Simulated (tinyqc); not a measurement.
Self-consistent Fermi level with native defects, at growth and after a quench: one step, computed by the program tinyqc.

Energies are counted from the top of the valence band (VBM); when the gap shrinks with temperature the conduction band moves and the levels stay. The added dopant is taken as fully ionised. D and A draw on one reservoir with opposite signs, as the two vacancies of a compound do.

Task: After the quench to T. E_g(T) = E_g - slope x max(0, T - 300 K). N_c = 2 M_c (2 pi m_e k_B T/h^2)^(3/2) and N_v = 2 (2 pi m_h k_B T/h^2)^(3/2), masses in units of m_0. n = N_c F_1/2((E_F - E_g)/k_B T), p = N_v F_1/2(-E_F/k_B T). F_1/2(eta) = (2/sqrt(pi)) int_0^infinity sqrt(x)/(1 + exp(x - eta)) dx, by the trapezoid rule in t = sqrt(x) with step 0.02 up to t = 12 (for eta < -12 by exp(eta) - exp(2 eta)/2^(3/2)). After a quench the totals of D and A stay as grown, and each is shared among its charge states with weights exp(-(E_f(q, 0) + q E_F)/k_B T). Net charge = p - n + sum q c_q - N_X; the log ratio is ln(positive charge/negative charge). E_F is the root of the log ratio, by 50 bisections between -0.5 eV and E_g + 0.5 eV.

Inputs (values chosen for the exercise, with bands modelled on GaN):

| quantity | value | unit |
|---|---|---|
| gap E_g at 300 K | 3.45 | eV |
| slope -dE_g/dT above 300 K | 0.00069 | eV/K |
| electron mass m_e | 0.192 | m_0 |
| valleys M_c | 1 | - |
| hole mass m_h | 1.37 | m_0 |
| dopant density N_X | 4.1e+16 | cm^-3 |
| growth temperature T_g | 1310 | K |
| temperature of use T | 400 | K |

Added shallow dopant: acceptor.

total D = 3.246452e+16 cm^-3

total A = 8.139295e+13 cm^-3

E_f(q, E_F = 0) (eV): D(+2) -1.225, D(+1) 0.135, D(0) 2.505, A(0) 3.902, A(-1) 4.149, A(-2) 5.309, A(-3) 6.779

Constants: m_0 = 9.1093837015e-31 kg; k_B = 1.380649e-23 J/K; h = 6.62607015e-34 J s; k_B = 8.617333262e-05 eV/K.

Give: E_F after the quench; n after the quench; p after the quench; Frozen defects.

Result:

E_F after the quench = 1.395 eV

n after the quench = 3.051e-07 cm^-3

p after the quench = 166.3 cm^-3

Frozen defects:

| state | c (cm^-3) | share of its total |
|---|---|---|
| D(+2) | 8.706e+15 | 2.682e-01 |
| D(+1) | 2.376e+16 | 7.318e-01 |
| D(0) | 1.220e+04 | 3.758e-13 |
| A(0) | 2.812e-04 | 3.454e-18 |
| A(-1) | 8.093e+10 | 9.943e-04 |
| A(-2) | 7.311e+13 | 8.982e-01 |
| A(-3) | 8.204e+12 | 1.008e-01 |

Caution: in a wide-gap host the dopant, above all an acceptor, may be only partly ionised at the temperature of use; the carrier density is then overstated.
